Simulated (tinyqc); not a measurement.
# Random telegraph noise from one oxide trap in a small MOSFET: effect of the temperature

An acceptor-like trap exchanges electrons with the channel. Inversion charge Q = Cox u, u = n Vt W0(exp((Vg - VT)/(n Vt))), W0 the Lambert function, n = nf, Cox = eps0 eox/tox; linear regime Id = (W/L) mu Q Vd. Relative to threshold the surface potential rises by Vt ln(u/u0) and the oxide voltage by the rest of Vg - VT, with u0 = n Vt W0(1).

N = Cox u/q; dpsi = Vt ln(u/u0); E = E0 - dpsi - (xt/tox)(Vg - VT - dpsi); capture time tc = 1/[(N/zi) vth s0 exp(-xt/lt - EB/Vt)]; emission time te = tc exp(-E/Vt); occupancy te/(tc + te). A = W L; threshold step dV = q (1 - xt/tox)/(Cox A); gm/Id = 1/(u + n Vt); relative step dI/I = (gm/Id) dV + asc mu/A. fc = (1/tc + 1/te)/(2 pi); rms = (dI/I) sqrt(tc te)/(tc + te). VT, nf, vth and mu are held fixed.

Inputs (values chosen for the exercise); values of the order met in silicon transistors:
- eox = 3.9 (relative permittivity of the gate insulator (close to silicon dioxide))
- tox = 1.7 nm (insulator thickness)
- xt = 0.46 nm (depth of the trap from the channel interface)
- E0 = -0.05 eV (trap level above the channel Fermi level at threshold)
- s0 = 3e-15 cm^2 (capture prefactor)
- EB = 0.37 eV (capture barrier (lattice relaxation))
- lt = 0.12 nm (tunnelling decay length)
- vth = 2.3e7 cm/s (thermal velocity)
- zi = 3 nm (thickness of the inversion layer)
- VT = 0.45 V (threshold voltage)
- nf = 1.1 (body factor)
- W = 32 nm (gate width)
- L = 49 nm (gate length)
- mu = 250 cm^2/(V s) (mobility)
- asc = 3.5e-16 V s (scattering coefficient of the charged trap)
- Vd = 0.05 V (drain voltage)
- Vg = 0.46 V (gate voltage)

Constants: q = 1.602176634e-19 C, kB = 1.380649e-23 J/K, Vt = kB T/q, eps0 = 8.8541878128e-14 F/cm where lengths are in cm. Results are converted to the units shown.

Results:
```
T (K)     E (eV)     tc (s)     te (s)  occupancy  dI/I (%)    fc (Hz)  rms dI/I (%)
180    -0.056656     26.437     1019.8    0.97473    12.478  0.0061763        1.9583
210    -0.056695    0.78648     18.043    0.95823    10.988    0.21118        2.1983
240    -0.056725   0.055373    0.85994    0.93950    9.8258     3.0593        2.3425
270    -0.056748  0.0069360   0.079499    0.91975    8.8948     24.948        2.4165
330    -0.056782  3.2836e-4  0.0024184    0.88046    7.4975     550.50        2.4324
360    -0.056795  1.0341e-4  6.4512e-4    0.86185    6.9603     1785.8        2.4017
390    -0.056806  3.8653e-5  2.0953e-4    0.84426    6.4999     4877.1        2.3569
```

Estimate the missing row, T = 300 K.

Computed row:
```
T (K)     E (eV)     tc (s)    te (s)  occupancy  dI/I (%)  fc (Hz)  rms dI/I (%)
300    -0.056767  0.0013021  0.011702    0.89988    8.1327   135.83        2.4411
```

With this row back in the table: As T goes from 180 to 390, tc falls from 26.4 to 3.87e-5 s, te falls from 1020 to 2.10e-4 s and dI/I falls from 12.5 to 6.50 %. Activation energies over the table: 0.387 eV for capture (EB = 0.37 eV, altered by the change of N) and 0.444 eV for emission.

Range of the model: VT is taken as given; short-channel effects and the uneven flow of current among few electrons are left out.

Program tinyqc, `OMP_NUM_THREADS=1 python tinyqc.py 2710116 2710117 out.jsonl`; Intel Xeon 2.30GHz, shared host, one thread, about 0.01 s.
